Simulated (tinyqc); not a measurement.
Permittivity of the insulator from five potentials.

Inverse problem. A node lies on a semiconductor-insulator interface. Steps: hs = tb/2 down into the semiconductor, ho = tox/2 up into the insulator, hy = L/5 sideways. The flux balance of its box reads eox (hy/ho)(above - node) + eps_r (hy/hs)(below - node) + [(eps_r hs + eox ho)/(2 hy)](left + right - 2 node) - q Na (hs/2) hy/eps0 = 0. Find eox.

Inputs (values chosen for the exercise); semiconductor permittivity close to that of silicon: relative permittivity of the semiconductor eps_r = 11.5; half the body thickness tb = 8 nm; insulator thickness tox = 4.1 nm; channel length L = 41 nm; acceptor density of the depleted body Na = 4.5e17 cm^-3.

Constants: q = 1.602176634e-19 C, eps0 = 8.8541878128e-14 F/cm where lengths are in cm. Results are converted to the units shown.

psi (V): node 0.081854906, above 0.041745498, below 0.15885625, left 0.54, right 0.016496320

Solution. The balance is linear in eox.

eox = 25.00

Computed by the program tinyqc: `OMP_NUM_THREADS=1 python tinyqc.py 2480103 2480104 out.jsonl`, one thread of a shared Intel Xeon 2.30GHz, about 0.1 s for the whole run.
